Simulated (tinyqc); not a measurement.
# Interface traps from C-V curves, high-low and Terman methods: what changes with what

MOS capacitor on an n-type substrate; psi is the band bending, negative in depletion; only majority carriers are counted. At the bending psi the Fermi level lies y = xi - psi below the conduction edge at the surface, xi = Vt ln(Nc/Nd). Dit(y) = D0 + D1 exp(-y/E1); traps fill up to the Fermi level, follow the bias and a slow signal, and do not follow a fast one. V is the gate voltage from flat band.

Values chosen for this exercise; band and dielectric values those of a made-up semiconductor: temperature T = 300 K; relative permittivity eps_r = 9.99; conduction-band density of states at T Nc = 3.32e17 cm^-3; donor density Nd = 3.2e16 cm^-3; equivalent oxide thickness EOT = 5.4 nm; trap density far from the band edge D0 = 6.2e10 cm^-2 eV^-1; band-tail density at the conduction edge D1 = 1.3e12 cm^-2 eV^-1; decay energy of the tail E1 = 0.19 eV.

Constants: q = 1.602176634e-19 C, kB = 1.380649e-23 J/K, Vt = kB T/q, eps0 = 8.8541878128e-14 F/cm where lengths are in cm. Results are converted to the units shown.

Each table varies one quantity; the others keep the values above.

## Subthreshold swing with traps

Cox = 3.9 eps0/EOT, LD = sqrt(eps0 eps_r Vt/(q Nd)), u = psi/Vt, Cd = (eps0 eps_r/(sqrt(2) LD)) |exp(u) - 1|/sqrt(exp(u) - u - 1). At psi = -0.326 V the swing of a transistor with this gate would be S = Vt ln 10 (1 + (Cd + q Dit)/Cox), Dit as above.

Subthreshold swing with traps:
```
D0 (cm^-2 eV^-1)	Dit (cm^-2 eV^-1)	q Dit/Cox	S (mV/decade)
8.5e9	1.785e11	0.04473	70.28
2.5e10	1.950e11	0.04887	70.53
7.3e10	2.430e11	0.06089	71.24
2.1e11	3.800e11	0.09522	73.29
6.2e11	7.900e11	0.1979	79.40
1.8e12	1.970e12	0.4936	97.00
5.3e12	5.470e12	1.371	149.2
1.5e13	1.517e13	3.801	293.9
```

What does the comparison show?

S rises from 70.3 to 294 mV/decade; without traps it is 67.6. The traps add 10 mV/decade at Dit = 6.71e11 cm^-2 eV^-1 and equal Cox at 3.99e12.

## Effect of the oxide thickness on the signal

Ideal V0 = psi - sqrt(2) (eps0 eps_r Vt/LD) sqrt(exp(u) - u - 1)/Cox for psi < 0; the traps add dV = (q/Cox) times the integral of Dit from 0 to psi = (q/Cox) [D0 psi + D1 E1 exp(-xi/E1) (exp(psi/E1) - 1)]. 1/C_HF = 1/Cox + 1/Cd, 1/C_LF = 1/Cox + 1/(Cd + q Dit). All at psi = -0.326 V.

Effect of the oxide thickness on the signal:
```
EOT (nm)	dV (mV)	C_HF (nF/cm^2)	C_LF (nF/cm^2)	(C_LF - C_HF)/Cox (%)
1.4	-10.88	83.96	118.1	1.386
2.5	-19.44	81.77	113.9	2.323
4.4	-34.21	78.25	107.2	3.682
8	-62.20	72.35	96.38	5.568
14	-108.8	64.27	82.56	7.415
26	-202.1	52.54	64.15	8.747
46	-357.6	40.28	46.77	8.651
```

The stretch-out grows in proportion to the EOT, from -10.9 to -358 mV, so thin oxides leave Terman's method little to read; the high-low gap goes from 1.39 through a maximum of 8.75 (at EOT = 26 nm among the rows listed) to 8.65 % of Cox.

Numbers from tinyqc (`OMP_NUM_THREADS=1 python tinyqc.py 2030069 2030070 out.jsonl`; about 0.01 s on one thread of a shared Intel Xeon 2.30GHz).
